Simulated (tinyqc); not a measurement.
# Changing the film thickness L

Model: heat flow across a film from the phonon Boltzmann equation in the relaxation-time approximation. Computed by tinyqc, a small Python program. Command: `OMP_NUM_THREADS=1 python tinyqc.py 3010957 3010958 out.jsonl slabbte sweep`. One thread of a shared host (Intel(R) Xeon(R) Processor @ 2.30GHz), about 0.04 s of CPU time with the checks.

Two black walls, hot at x = 0 and cold at x = L, emit phonons isotropically. For one free path Lambda, with tau = x/Lambda, tau_L = L/Lambda and phi = (T - T_cold)/Delta T, energy balance gives phi(tau) = (1/2) [E2(tau) + int_0^tau_L phi(s) E1(|tau - s|) ds]; E_n are the exponential integrals. The flux over the ballistic flux C v Delta T/4 is psi = 1 - 2 int_0^tau_L phi(s) E2(s) ds, and kappa_eff/kappa = (3/4) tau_L psi. kappa = C v Lambda/3 is an input, so at fixed kappa a longer free path means a smaller C v.

Inputs (values chosen for the exercise, modelled on gallium oxide):

| quantity | value | unit |
|---|---|---|
| bulk conductivity kappa | 22.2 | W/(m K) |
| wall temperature difference Delta T | 13 | K |
| free path Lambda_1 | 21 | nm |
| cells n in the small system | 6 | - |

Free-path groups: one.

Method:
- Cut the film into n equal cells with constant phi, collocated at the centres c_i: the kernel integrates to A_ij = |E2(|c_i - e_j|) - E2(|c_i - e_(j+1)|)|/2 for cell edges e_j, and A_ii = 1 - E2(half a cell); solve (1 - A) phi = E2(c)/2; psi = 1 - 2 sum_j phi_j [E3(e_j) - E3(e_(j+1))].
- Use 150 and 300 cells and extrapolate psi = (4 psi(300) - psi(150))/3. The jump at the hot wall is 1 - phi there (linear extrapolation from the first two of 300 cells). Two-flux (diffusion with slip) formula: psi = 1/(1 + 3 tau_L/4).
- Each group is solved on its own with 150 and 300 cells, psi = (4 psi(300) - psi(150))/3, and weighted by its share of kappa.
- Flux J = kappa_eff Delta T/L; apparent boundary resistance per wall (L/kappa_eff - L/kappa)/2.

One run for each value:

| film thickness L (nm) | kappa_eff (W/(m K)) | flux J (GW/m^2) | jump at the wall / Delta T for Lambda_1 | apparent resistance per wall (m^2 K/GW) |
|---|---|---|---|---|
| 0.42 | 0.327 | 10.111 | 0.47818 | 0.63341 |
| 0.88 | 0.671 | 9.912 | 0.46176 | 0.63597 |
| 1.8 | 1.322 | 9.548 | 0.43616 | 0.64020 |
| 3.8 | 2.594 | 8.873 | 0.39540 | 0.64696 |
| 8 | 4.785 | 7.776 | 0.33793 | 0.65572 |
| 17 | 8.115 | 6.206 | 0.26445 | 0.66456 |
| 35 | 12.000 | 4.457 | 0.18824 | 0.67006 |
| 72 | 15.697 | 2.834 | 0.11964 | 0.67185 |
| 150 | 18.517 | 1.605 | 0.06805 | 0.67197 |
| 320 | 20.308 | 0.825 | 0.03534 | 0.67134 |

Describe and explain the trends.

Over the rows, kappa_eff (W/(m K)) rises from 0.327 to 20.3 (exponent d ln y / d ln x 0.97 between the first rows and 0.12 between the last); flux J (GW/m^2) falls from 10.1 to 0.825 (exponent d ln y / d ln x -0.027 between the first rows and -0.88 between the last); jump at the wall / Delta T for Lambda_1 falls from 0.478 to 0.0353 (exponent d ln y / d ln x -0.047 between the first rows and -0.86 between the last). At the low end the exponent of kappa_eff is 0.97, close to 1: the ballistic limit. At the low end the exponent of flux J is -0.03, close to 0: the ballistic flux does not depend on L. In thin films phonons cross without scattering: the flux is bounded by what the walls emit, and Delta T drops in two jumps of one half each. In thick films the jumps shrink as Lambda/L and the apparent wall resistance tends to a constant.

Caution (rows 0.420, 0.880, 1.80, 3.80, 8.00): below about 10 nm the film nears the phonon wavelength, and a particle picture fails.

Extremes, crossings and ranges named in words are read from the listed rows.
